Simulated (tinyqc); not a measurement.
Gas flow in a process chamber: flow regimes, conductance, effective pumping speed, pump-down, outgassing and purge: one step, computed by the program tinyqc.

Ideal gas, isothermal flow, a pump of constant speed at the end of a round pipe; process gas, volume gas and outgassing are given the same properties. 1 sccm = 101325 Pa x 1e-6 m^3/60 s x T/273.15 K.

Task: Time to base pressure. From the outgassing limit: t = 1 h x (q_1 A/(S_eff p_target))^(1/n) - 10 s; monolayer time at the target = 1e19 m^-2 x 4 k_B T/(p c) for unit sticking.

Inputs (values chosen for the exercise, modelled on nitrogen near room temperature):

| quantity | value | unit |
|---|---|---|
| temperature T | 300 | K |
| wall area | 0.44 | m^2 |
| outgassing rate after 1 h | 4.4e-06 | Pa m^3/(s m^2) |
| outgassing exponent n | 1.1 | - |
| target base pressure | 2e-05 | Pa |

S_eff in molecular flow = 616.8855 L/s

mean speed c = 476.2020 m/s

Constants: k_B = 1.380649e-23 J/K.

Give: time to the target; monolayer time.

Result:

time to the target = 0.18291 h

monolayer time = 17.396 s
